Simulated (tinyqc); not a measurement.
## A six-terminal Hall bar with edge channels and a constriction, Landauer-Buettiker equations: effect of the constriction

Contacts 1 (source) and 4 (drain) end the bar; 2 and 3 lie on the upper edge, 6 and 5 on the lower edge, with a constriction between 2 and 3 (and between 6 and 5). Carriers run 1 to 2 to 3 to 4 to 5 to 6 to 1 in M channels. The constriction passes Tc from 2 to 3 and from 5 to 6, and turns M - Tc from 2 to 6 and from 5 to 3. Signs are those of positive carriers; V4 = 0.

I_i = (q^2/h) [M V_i - sum_j T_ij V_j], with I_1 = I, V_4 = 0 and no current at 2, 3, 5, 6. R(a,b) = (V_a - V_b)/I.

Parameters, values chosen for the exercise: edge channels, spin counted singly M = 4; current from contact 1 to contact 4 I = 50 nA.

Constants: q = 1.602176634e-19 C, h = 6.62607015e-34 J s. Results are converted to the units shown.

The same in every row: R(2,6) (kohm) = 6.453.

Result of one run:
```
R(1,4) (kohm)	R(2,3) (kohm)	R(2,5) (kohm)	R(3,6) (kohm)
25.81	19.36	25.81	-12.91
```

Which summed transmission of the constriction Tc gave this result: 0.5, 1, 1.5, 2 or 3?

Tc = 1.

The whole series:
```
Tc	R(1,4) (kohm)	R(2,3) (kohm)	R(2,5) (kohm)	R(3,6) (kohm)
0.5	51.63	45.17	51.63	-38.72
1	25.81	19.36	25.81	-12.91
1.5	17.21	10.76	17.21	-4.302
2	12.91	6.453	12.91	0
2.5	10.33	3.872	10.33	2.581
3	8.604	2.151	8.604	4.302
3.5	7.375	0.9219	7.375	5.531
4	6.453	0	6.453	6.453
```

The Hall resistance R(2,6) stays at 6.4532 kohm = (h/q^2)/4, whatever the constriction does. The longitudinal R(2,3) falls from 45.2 to 0 kohm and vanishes without back-scattering, while the two-terminal R(1,4) falls only to 6.4532 kohm. R(3,6) changes sign at Tc = M/2 = 2.

tinyqc, about 0.01 s, one thread, Intel Xeon 2.30GHz (shared host): `OMP_NUM_THREADS=1 python tinyqc.py 2700127 2700128 out.jsonl`
